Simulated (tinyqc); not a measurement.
# Grain-boundary trapping model (Seto) of a polycrystalline semiconductor film, step by step

A worked calculation. Computed by tinyqc, a small Python program that keeps every step. Command: `OMP_NUM_THREADS=1 python tinyqc.py 3010194 3010195 out.jsonl poly walk`. One thread of a shared host (Intel(R) Xeon(R) Processor @ 2.30GHz), about 0.01 s of CPU time with the checks. Intermediate numbers are printed to about 5 digits and carried at full precision; extremes and crossings named in words are read from the listed rows.

Grains of equal size L are joined by thin boundaries with one trap level. Trapped carriers deplete a width W on each side and raise a barrier, crossed by thermionic emission. Dopants are fully ionised, statistics are non-degenerate and mu_g does not depend on T.

Inputs (values chosen for the exercise, modelled on polycrystalline SiGe):
```
quantity,value,unit
permittivity eps,13.5,-
effective mass m,0.29,m_0
"effective density of states at 300 K, N_c",1.5e+19,1/cm^3
grain size L,19,nm
trap density Q_t,4.9e+11,1/cm^2
trap level E_t below the band edge,0.25,eV
doping N,5.7e+16,1/cm^3
mobility inside the grains mu_g,150,cm^2/(V s)
temperature T,300,K
```

Grain interior: resistance included.

Constants: e = 1.602176634e-19 C; eps_0 = 8.8541878128e-12 F/m; k_B = 8.617333262e-05 eV/K; m_0 = 9.1093837015e-31 kg; k_B = 1.380649e-23 J/K.

## Critical doping

If all traps fill, the grain is just depleted at N* = Q_t/L, with the barrier e Q_t L/(8 eps eps_0).

N* = 2.5789e+17 1/cm^3

barrier at N* with all traps filled = 0.015599 V

The traps stay filled only while e V_B is below E_t - k_B T ln(N_c(T)/N*) = 0.145 eV. The barrier above stays below that, so nearly all traps can fill.

## Barrier

N_c(T) = N_c (T/300 K)^(3/2). Filled traps Q = Q_t/(1 + (1/2) exp((E_t* - E_F)/k_B T)), where E_t* = e V_B - E_t and E_F are counted from the band edge at the grain centre. Partial depletion: Q = 2 N W, V_B = e N W^2/(2 eps eps_0), E_F = k_B T ln(N/N_c); solve for W. If that W would exceed L/2 the grain is fully depleted: W = L/2, Q = N L, and E_F follows from the trap equation. Centre density n_0 = N_c exp(E_F/k_B T).

depletion width W = 9.5 nm

barrier V_B = 0.0034476 V

E_F = -0.29704 eV

centre density n_0 = 1.5349e+14 1/cm^3

The grain is fully depleted, and n_0 is 0.00269 of N.

## Resistivity and effective mobility

Boundary: sigma_b = L e^2 n_0 exp(-e V_B/k_B T)/sqrt(2 pi m k_B T); drift through the grain, depleted parts included: rho_g = [(1 - 2W/L) + (2W/L) int_0^1 exp(y^2 s^2) ds]/(e n_0 mu_g); rho = 1/sigma_b + rho_g. Mean carrier density n_av = n_0 [(1 - 2W/L) + (2W/L) (sqrt(pi)/2) erf(y)/y], y = sqrt(e V_B/k_B T); effective mobility 1/(e n_av rho).

boundary resistivity = 126.56 ohm cm

drift resistivity rho_g = 283.65 ohm cm

resistivity rho = 410.21 ohm cm

mean carrier density = 1.4693e+14 1/cm^3

effective mobility = 103.56 cm^2/(V s)

A single crystal with the same N and mu_g would have 0.730 ohm cm, a factor 562 lower.

## Activation energy

E_a = d ln(rho)/d(1/k_B T) from T - 5 K and T + 5 K; temperature coefficient d ln(rho)/dT.

activation energy E_a = 0.28322 eV

temperature coefficient = -3.6529 %/K

E_a is close to the trap depth E_t = 0.25 eV, since carriers must leave the traps.

## Against the doping

The formulas are those given above.

The same film:
```
N (1/cm^3),W (nm),V_B (V),mean density (1/cm^3),mobility (cm^2/(V s)),rho (ohm cm)
7.70e+15,9.5000,0.000466,1.4746e+13,106.12,3.9886e+03
2.60e+16,9.5000,0.001573,5.5286e+13,105.20,1.0732e+03
6.40e+16,9.5000,0.003871,1.7284e+14,103.17,3.5002e+02
1.30e+17,9.5000,0.007863,5.9176e+14,99.29,1.0622e+02
2.10e+17,9.5000,0.012702,2.9103e+15,94.07,2.2797e+01
3.10e+17,7.8834,0.012912,2.7290e+17,92.87,2.4628e-01
5.20e+17,4.7058,0.007717,4.9651e+17,97.90,1.2841e-01
1.00e+18,2.4486,0.004018,9.8725e+17,101.88,6.2052e-02
2.60e+18,0.9421,0.001547,2.5949e+18,104.68,2.2978e-02
1.00e+19,0.2450,0.000402,9.9987e+18,106.01,5.8883e-03
```

The barrier peaks among these rows at N = 3.1e17 (0.013 V) and the mobility has its minimum at 3.1e17; N* is 2.6e17. While the grain is fully depleted (W = L/2) V_B grows as N; once all traps are filled it falls as 1/N (last exponent -1.00). Partly depleted rows (W < L/2) with e V_B below 2 k_B T stretch the depletion approximation. Where N approaches N_c the non-degenerate statistics fail. rho drops most steeply, as N^-11.6, between 2.1e17 and 3.1e17.

Checks made by the program: charge in the traps against the depleted charge (relative difference below 1e-10).
